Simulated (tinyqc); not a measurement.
CID on RHF in the 6-311g basis, for H2, spin multiplicity 1, step by step. One step of it, computed by the program tinyqc.

Problem. CID: roots. Diagonalise (each vector has its largest component positive (the first on a tie)); all determinants have Ms = 0, so triplets appear too. The lowest singlet root is the correlation energy.

Occupation strings over the orbitals (2 doubly, a alpha, b beta, 0 empty; spin orbitals ordered 1a 1b 2a 2b ...): 200000 020000 0a0b00 0a00b0 002000 00a00b 0b0a00 000200 000ab0 0b00a0 000ba0 000020 00b00a 000002

H - E(HF) between determinants (hartree), lower triangle:
```
           200000     020000     0a0b00     0a00b0     002000     00a00b     0b0a00     000200
200000   0.000000
020000   0.072750   0.858397
0a0b00  -0.074666   0.145227   1.157988
0a00b0  -0.028676   0.035674  -0.158967   2.886474
002000   0.054059   0.029754   0.013994  -0.008249   1.248694
00a00b   0.038336   0.007497  -0.019439  -0.008920  -0.105651   3.189020
0b0a00   0.074666  -0.145227  -0.065491  -0.012570  -0.013994   0.014968   1.157988
000200   0.096122   0.065491   0.103835  -0.053186   0.042078   0.023861  -0.103835   1.498746
000ab0   0.054135   0.012570  -0.053186   0.046214   0.024224   0.085895  -0.010364  -0.109760
0b00a0   0.028676  -0.035674  -0.012570  -0.029546   0.008249   0.018260  -0.158967   0.053186
000ba0  -0.054135  -0.012570  -0.010364   0.041213  -0.024224  -0.038138  -0.053186   0.109760
000020   0.074625   0.029546  -0.041213  -0.032825   0.031604   0.090569   0.041213   0.084090
00b00a  -0.038336  -0.007497   0.014968   0.018260   0.105651  -0.032434  -0.019439  -0.023861
000002   0.070464   0.020546  -0.031493  -0.057936   0.032434  -0.019540   0.031493   0.058535

           000ab0     0b00a0     000ba0     000020    00b00a    000002
000ab0   3.273309
0b00a0   0.041213   2.886474
000ba0  -0.084090   0.046214   3.273309
000020  -0.013571   0.032825   0.013571   5.185714
00b00a  -0.038138  -0.008920   0.085895  -0.090569  3.189020
000002   0.111551   0.057936  -0.111551   0.288908  0.019540  5.385412
```

Give: lowest roots of this matrix, relative to E(HF); lowest vectors; <S^2> of these roots; weight of the ground state by excitation level 0, 1, 2, ....

Solution.

lowest roots of this matrix, relative to E(HF) (hartree): -0.0322  0.7726  1.0745  1.2235  1.2314  1.5786  2.8481  2.9271

lowest vectors:
```
         root 1   root 2  root 3   root 4
200000   0.9856   0.1304  0.0000   0.0630
020000  -0.0990   0.9065  0.0000  -0.3242
0a0b00   0.0761  -0.2781  0.7037  -0.4912
0a00b0   0.0129  -0.0336  0.0668  -0.0218
002000  -0.0392  -0.0564  0.0000  -0.3816
00a00b  -0.0104  -0.0104  0.0008  -0.0359
0b0a00  -0.0761   0.2781  0.7037   0.4912
000200  -0.0670  -0.0217  0.0000   0.5077
000ab0  -0.0157  -0.0113  0.0184   0.0236
0b00a0  -0.0129   0.0336  0.0668   0.0218
000ba0   0.0157   0.0113  0.0184  -0.0236
000020  -0.0101  -0.0122  0.0000  -0.0144
00b00a   0.0104   0.0104  0.0008   0.0359
000002  -0.0092  -0.0088  0.0000  -0.0123
```

<S^2> of these roots: 0.0000  0.0000  2.0000  0.0000  0.0000  0.0000  2.0000  0.0000

weight of the ground state by excitation level 0, 1, 2, ...: 0.9714  0.0000  0.0286
